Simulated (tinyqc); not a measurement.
Two-band model of a narrow-gap semiconductor with electrons and holes. Changing the band gap E_g. Computed by tinyqc, a small Python program. Command: `OMP_NUM_THREADS=1 python tinyqc.py 3027652 3027653 out.jsonl bipolar sweep`. One thread of a shared host (Intel(R) Xeon(R) Processor @ 2.30GHz), about 0.05 s of CPU time with the checks.

Two parabolic bands with acoustic scattering (r = -1/2, a = 0), a gap that does not change with T, and fully ionised dopants. Melting is ignored, so values above the melting point are formal, and kappa_L does not change with T. eta_n = (E_F - E_c)/(k_B T), eta_p = -eta_n - E_g/(k_B T).

Inputs (values chosen for the exercise, modelled on Bi2Te3):

| quantity | value | unit |
|---|---|---|
| electron mass m_n | 0.92 | m_0 |
| hole mass m_p | 1.1 | m_0 |
| electron mobility parameter mu_300,n | 460 | cm^2/(V s) |
| hole mobility parameter mu_300,p | 360 | cm^2/(V s) |
| temperature exponent p | 1.5 | - |
| net doping N | 8e+19 | 1/cm^3 |
| lattice thermal conductivity kappa_L | 0.86 | W/(m K) |
| temperature T | 610 | K |

Doping: p-type.

Constants: k_B = 8.617333262e-05 eV/K; m_0 = 9.1093837015e-31 kg; k_B = 1.380649e-23 J/K; hbar = 1.054571817e-34 J s; e = 1.602176634e-19 C.

Method:
- With x = E/(k_B T), a = alpha k_B T (0 for a parabolic band), G = x (1 + a x), D = 1 + 2 a x and <y> = int y f (1 - f) dx, f = 1/(1 + exp(x - eta)): tau = tau_0 G^r/D; transport function s = G^(3/2 + r)/D^2; n = N_0 <G^(3/2)> with N_0 = (2 m k_B T)^(3/2)/(3 pi^2 hbar^3).
- Integrals over x = E/(k_B T) use 160 Gauss-Legendre points in u = sqrt(x) from 0 to sqrt(max(eta, 0) + 32).
- Neutrality: p - n = N, with n = N_0(m_n) <x^(3/2)> at eta_n and p = N_0(m_p) <x^(3/2)> at eta_p.
- sigma = e mu_0 N_0 <s> with mu_0 = e tau_0/m = mu_300 (T/300 K)^(-p); |S| = (k_B/e)(<x s>/<s> - eta); Lorenz number L = (k_B/e)^2 (<x^2 s>/<s> - (<x s>/<s>)^2); kappa_e = L sigma T; zT = S^2 sigma T/(kappa_L + kappa_e).
- Hall factor r_H = <x^(3/2)> <x^(1/2)>/<s>^2.
- Both bands together (these totals replace the one-band zT): sigma = sigma_n + sigma_p; S = (sigma_p |S_p| - sigma_n |S_n|)/sigma; kappa_bip = (sigma_n sigma_p/sigma)(|S_n| + |S_p|)^2 T; kappa_e = (L_n sigma_n + L_p sigma_p) T; zT = S^2 sigma T/(kappa_L + kappa_e + kappa_bip); weak-field R_H = (r_p sigma_p^2/p - r_n sigma_n^2/n)/(e sigma^2), where the Hall factors r_n and r_p are <x^(3/2)> <x^(1/2)>/<s>^2.

One run for each value:

| band gap E_g (eV) | Seebeck coefficient S (microvolt/K) | bipolar thermal conductivity (W/(m K)) | zT | conductivity sigma (S/cm) |
|---|---|---|---|---|
| 0.037 | 81.61 | 3.2716 | 0.1117 | 1568.1 |
| 0.052 | 93.27 | 2.9869 | 0.1468 | 1470.9 |
| 0.072 | 108.90 | 2.5857 | 0.2053 | 1364.6 |
| 0.100 | 129.43 | 2.0230 | 0.3100 | 1255.0 |
| 0.140 | 152.93 | 1.3176 | 0.4957 | 1159.0 |
| 0.190 | 171.19 | 0.7001 | 0.7397 | 1101.2 |
| 0.270 | 183.22 | 0.2241 | 1.0173 | 1070.8 |
| 0.380 | 186.99 | 0.0414 | 1.1538 | 1063.1 |

What does the table show, and why?

Over the rows, Seebeck coefficient S (microvolt/K) rises from 81.6 to 187 (exponent d ln y / d ln x 0.39 between the first rows and 0.060 between the last); bipolar thermal conductivity (W/(m K)) falls from 3.27 to 0.0414 (exponent d ln y / d ln x -0.27 between the first rows and -4.9 between the last); zT rises from 0.112 to 1.15 (exponent d ln y / d ln x 0.80 between the first rows and 0.37 between the last). E_g/(k_B T) runs from 0.7 to 7.2; between the last rows ln(kappa_bip) falls by 0.81 per k_B T of gap (in the limit of gaps of very many k_B T, 1 while doping fixes the majority density and 1/2 in intrinsic material).
